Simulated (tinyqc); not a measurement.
Inside a calculation. Model: AlGaN/GaN HEMT with access regions, lumped model.

Program tinyqc, `OMP_NUM_THREADS=1 python tinyqc.py 2570112 2570113 out.jsonl`; Intel Xeon 2.30GHz, shared host, one thread, about 0.01 s. Printed values are rounded.

A polarisation-induced electron sheet under a Schottky gate, in series with two ungated access regions and contacts. Drift law v = mu E/(1 + mu E/vs) under the gate. Currents in mA/mm, resistances in ohm mm. No self-heating, no channel-length modulation; fits for polarisation, barrier and offset are chosen for the exercise.

Parameters, values chosen for the exercise; values close to those of AlGaN/GaN structures:
- x = 0.31 (aluminium share of the barrier)
- d = 20 nm (barrier thickness)
- eps_r = 9.2 (relative permittivity of barrier and channel)
- mu = 1500 cm^2/(V s) (channel mobility)
- vs = 1.3e7 cm/s (saturation velocity)
- Lg = 1 um (gate length)
- Ls = 2 um (source access length)
- Ld = 8 um (drain access length)
- Rc = 0.2 ohm mm (resistance of each contact)
- ft = 0.16 (share of the drain-access electrons removed by traps)
- Vg = 0 V (gate voltage)
- Vd = 10 V (drain voltage)
- Ec = 2.8 MV/cm (critical field)
- te = 0.37 um (depth over which the depleted charge spreads)
- tf = 300 nm (insulator under the field plate)
- ei = 7 (relative permittivity of that insulator)

Constants: q = 1.602176634e-19 C, eps0 = 8.8541878128e-14 F/cm where lengths are in cm. Results are converted to the units shown.

## Polarisation charge, threshold and sheet resistance

sigma = (5e13 x + 1.6e13 x^2) cm^-2, phiB = 0.84 + 1.3 x, dEc = 0.7 (1.71 x + x^2) in volts, Cb = eps0 eps_r/d, VT = phiB - dEc - q sigma/Cb, access density n0 = -Cb VT/q. Rsh = 1/(q mu n0); largest access current q n0 vs.

sigma = 1.703760e13 cm^-2
Cb = 0.4072926 uF/cm^2
VT = -5.897461 V
n0 = 1.499206e13 cm^-2
Rsh = 277.5474 ohm
q n0 vs = 3122.590 mA/mm

## Iteration 1: drain current

I at the start = 1100 mA/mm

Access resistance R(L, n) = L/(q mu n sqrt(1 - (I/(q n vs))^2)); Rs = Rc + R(Ls, n0), Rd = Rc + R(Ld, (1 - ft) n0). Vg' = Vg - I Rs, Vd' = Vd - I (Rs + Rd); with u = Vg' - VT, Vc = vs Lg/mu and w the smaller of Vd' and Vc [sqrt(1 + 2 u/Vc) - 1] (0 if negative), the channel gives (mu Cb/Lg)(u w - w^2/2)/(1 + w/Vc). I(new) is that channel current.

Rs = 0.7931147 ohm mm
Rd = 3.111726 ohm mm
Vg' = -0.8724262 V
Vd' = 5.704675 V
channel current = 1490.911 mA/mm
I after iteration 1 = 1490.911 mA/mm

## Iteration 2: drain current

As before.

Rs = 0.8317560 ohm mm
Rd = 3.412775 ohm mm
Vg' = -1.240074 V
Vd' = 3.671783 V
channel current = 1352.053 mA/mm
I after iteration 2 = 1352.053 mA/mm

## Course of the iteration: drain current

Stop when I changes by less than 1e-6 mA/mm, or after 60 iterations. I must stay below q (1 - ft) n0 vs.

Course of the iteration:
```
iteration  I (mA/mm)  |change| (mA/mm)
1           1490.911               391
2           1352.053               139
3           1403.587              51.5
4           1384.793              18.8
5           1391.689              6.90
6           1389.164              2.53
7           1390.090             0.925
8           1389.751             0.339
9           1389.875             0.124
...              ...               ...
13          1389.842           2.24e-3
14          1389.841           8.19e-4
15          1389.842           3.00e-4
16          1389.842           1.10e-4
17          1389.842           4.03e-5
18          1389.842           1.48e-5
19          1389.842           5.41e-6
20          1389.842           1.98e-6
21          1389.842           7.26e-7
```

Converged in 21 iterations. At the end each change is about 0.37 times the one before, with alternating sign: linear convergence. Of Vd, 42.5 % reaches the channel; the access current is 53 % of its limit.

## On-resistance and breakdown

sigma = (5e13 x + 1.6e13 x^2) cm^-2, phiB = 0.84 + 1.3 x, dEc = 0.7 (1.71 x + x^2) in volts, Cb = eps0 eps_r/d, VT = phiB - dEc - q sigma/Cb, access density n0 = -Cb VT/q. Ron = 2 Rc + Ls/(q mu n0) + Ld/(q mu (1 - ft) n0) + Lg/(mu Cb (Vg - VT)). Off state: a depleted stretch that holds the voltage V has the peak field sqrt(k V), k = 2 q n0/(eps0 eps_r te), so one edge holds V1 = Ec^2/k. The sheet under the plate pinches off at Vf = q n0 (1/Cb + tf/(eps0 ei)); beyond it the gate edge is screened. BV = V1 if Vf >= V1, else Vf + V1, and at most Ec Ld. Specific resistance Ron (Ls + Lg + Ld); figure of merit BV^2 over it.

Ron = 3.875950 ohm mm
Vf = 122.1617 V
V1 = 49.18727 V
BV = 49.18727 V
specific resistance = 0.4263545 mohm cm^2
figure of merit = 5.674591 MW/cm^2

The plate pinches off too late to screen the gate edge, so it adds nothing.
